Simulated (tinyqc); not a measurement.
Carrier lifetime from Shockley-Read-Hall, radiative, Auger and surface recombination: one step, computed by the program tinyqc. Command: `OMP_NUM_THREADS=1 python tinyqc.py 3013665 3013666 out.jsonl lifetime walk`. One thread of a shared host (Intel(R) Xeon(R) Processor @ 2.30GHz), about 0.02 s of CPU time with the checks.

Energies are counted from the top of the valence band. Boltzmann statistics, full ionisation, and equal excess densities of electrons and holes.

Question. Steady state under generation. With n = n_0 + dn, p = p_0 + dn and U/dn = 1/tau: (n p - n_i^2)/dn = n_0 + p_0 + dn = s; 1/tau_SRH = s/[tau_p0 (n + n1) + tau_n0 (p + p1)]; 1/tau_rad = B s; 1/tau_Aug = (C_n n + C_p p) s; the rates add, with 1/tau_s. dn solves dn/tau_eff(dn) = G (60 bisections in ln dn between 1e-2 and 1e22 cm^-3); the splitting of the quasi-Fermi levels is k_B T ln(n p/n_i^2).

Inputs (values chosen for the exercise, with bands modelled on GaSb): temperature T = 300 K; radiative coefficient B = 2e-11 cm^3/s; Auger coefficient C_n = 4.3e-30 cm^6/s; Auger coefficient C_p = 2.2e-31 cm^6/s; generation rate G = 8.9e+21 cm^-3 s^-1.

Doping: p-type. Surface term: two equal surfaces.

n_0 = 7036610 cm^-3

p_0 = 7.300000e+16 cm^-3

tau_p0 = 4.656559e-06 s

n1 = 5.294609e+10 cm^-3

tau_n0 = 7.808376e-06 s

p1 = 9.701803e+12 cm^-3

tau_s = 6.078728e-04 s

n_i = 7.167095e+11 cm^-3

Constants: k_B = 8.617333262e-05 eV/K.

Give: steady excess density; lifetime in the steady state; quasi-Fermi splitting under G.

Answer.

steady excess density = 5.2569e+15 cm^-3

lifetime in the steady state = 5.9066e-07 s

quasi-Fermi splitting under G = 0.53000 eV
